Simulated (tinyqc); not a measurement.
Inside a calculation. Model: adsorption as a lattice gas: isotherms with interactions, competition, desorption peaks and saturation dose. Computed by tinyqc, a small Python program that keeps every step. Command: `OMP_NUM_THREADS=1 python tinyqc.py 3027178 3027179 out.jsonl adsorb walk`. One thread of a shared host (Intel(R) Xeon(R) Processor @ 2.30GHz), about 0.2 s of CPU time with the checks. Intermediate numbers are printed to about 6 digits and carried at full precision; extremes and crossings named in words are read from the listed rows.

One adsorbate per site; a molecule needs 2 empty sites. Gas and surface have the same temperature.

Inputs (values chosen for the exercise, for a model surface):

| quantity | value | unit |
|---|---|---|
| desorption energy E | 1.72 | eV |
| prefactor nu | 2.4e+14 | 1/s |
| pair energy w (positive repels) | 0.036 | eV |
| neighbours z | 4 | - |
| site density N_s | 13 | 1/nm^2 |
| molecular mass M | 206 | u |
| sticking coefficient s0 | 0.0034 | - |
| temperature T | 597 | K |
| pressure p | 59 | Pa |
| blocking by a second gas, K_B p_B | 9.2 | - |
| heating rate beta | 3.2 | K/s |
| initial coverage theta_0 | 0.19 | - |
| aspect ratio a (depth over diameter) of a hole | 5 | - |

Adsorption: dissociative (second order).

Constants: u = 1.6605390666e-27 kg; k_B = 1.380649e-23 J/K; k_B = 8.617333262e-05 eV/K.

## Flux and the Langmuir coverage

Flux F = p/sqrt(2 pi M k_B T); k_d = nu exp(-E/(k_B T)); 2 s0 F (1 - theta)^2 = N_s k_d theta^2, so y = sqrt(2 s0 F/(N_s k_d)), theta = y/(1 + y). With a second gas on the same sites theta = y/(1 + y + K_B p_B).

flux F = 443277 1/(nm^2 s)

k_d = 0.724849 1/s

y = 17.8853

Langmuir coverage = 0.947049

coverage with the second gas = 0.636821

## Coverage with interactions

With u = w/(k_B T). Mean field: theta/(1 - theta) = y exp(-z u theta). Quasi-chemical: theta/(1 - theta) = y [(r - 1 + 2 theta)(1 - theta)/((r + 1 - 2 theta) theta)]^(-z/2) exp(-z u/2), r = sqrt(1 - 4 theta (1 - theta)(1 - exp(-u))).

u = 0.699770

coverage, mean field = 0.710163

coverage, quasi-chemical = 0.698797

Repulsion lowers the coverage from 0.9470. Both theories put half coverage at ln y = z u/2 = 1.400; here ln y = 2.884.

## Isotherms

The formulas are those given above.

Coverage; the first column is ln y - z u/2:

| ln y - z u/2 | no interaction | mean field | quasi-chemical |
|---|---|---|---|
| -5.0 | 0.026585 | 0.024844 | 0.025275 |
| -3.0 | 0.167917 | 0.124629 | 0.131042 |
| -2.0 | 0.354238 | 0.225763 | 0.236898 |
| -1.0 | 0.598577 | 0.355419 | 0.364806 |
| -0.5 | 0.710855 | 0.426773 | 0.432079 |
| 0.0 | 0.802111 | 0.500000 | 0.500000 |
| 0.5 | 0.869839 | 0.573227 | 0.567921 |
| 1.0 | 0.916792 | 0.644581 | 0.635194 |
| 2.0 | 0.967690 | 0.774237 | 0.763102 |
| 3.0 | 0.987866 | 0.875371 | 0.868958 |
| 5.0 | 0.998340 | 0.975156 | 0.974725 |

At half coverage the slope d theta/d ln y is 1/4 without interaction, 1/(4 + z u) = 0.147 in mean field and 0.136 in the pair theory, 1/[4 + 2 z (exp(u/2) - 1)]. Repulsion spreads the filling over a wider range of pressure; the two theories differ by at most 0.011 in these rows.

## Desorption peak without interaction

The peak obeys E/(k_B T_p^2) = (nu theta_0/beta) exp(-E/(k_B T_p)) if theta at the peak is theta_0/2. Redhead's shortcut, with the constant 3.46 (3.64 is also in use), reads E back as k_B T_p [ln(nu' T_p/beta) - 3.46], nu' = nu theta_0.

peak temperature T_p = 601.469 K

E by Redhead's shortcut = 1.72218 eV

The shortcut misses by +0.13 %, since 3.46 stands for ln(E/(k_B T_p)) = 3.50. A prefactor wrong by a factor 100 would shift E by 0.239 eV.

## Peak against initial coverage

Heating at the rate beta: d theta/dT = -(nu/beta) theta^2 exp(-[E - 2 z w theta]/(k_B T)). Integrated numerically (relative tolerance 1e-9); T_p is the maximum of the rate.

Peak temperatures (K):

| theta_0 | w = 0 | with w |
|---|---|---|
| 0.1 | 611.671 | 603.227 |
| 0.3 | 592.872 | 568.002 |
| 0.5 | 584.508 | 543.115 |
| 0.7 | 579.123 | 520.994 |
| 0.9 | 575.164 | 500.067 |

Without interaction the peak moves down by 36.5 K, the mark of second order; with w it moves by -103.2 K.

## Dose to saturate, flat and in a hole

Without desorption or interaction, 99 % coverage needs the time 99 N_s/(2 s0 F). For a round hole of aspect ratio a in molecular flow with unit sticking (Gordon), the time is N_s/(2F) x [1 + (19/4) a + (3/2) a^2]. The larger of the two times is a rough guide.

time on a flat surface = 0.426967 s

time for the hole = 9.12804e-04 s

The surface reaction is the slower step. Caution: with k_d = nu exp(-E/(k_B T)) of these inputs desorption is not negligible over the time on a flat surface, so without interaction 99 % coverage is not reached.

Checks made by the program: quasi-chemical form at low coverage and at the symmetry point (relative difference 1e-07); T_p against the integrated rate equation (relative difference 2e-03).
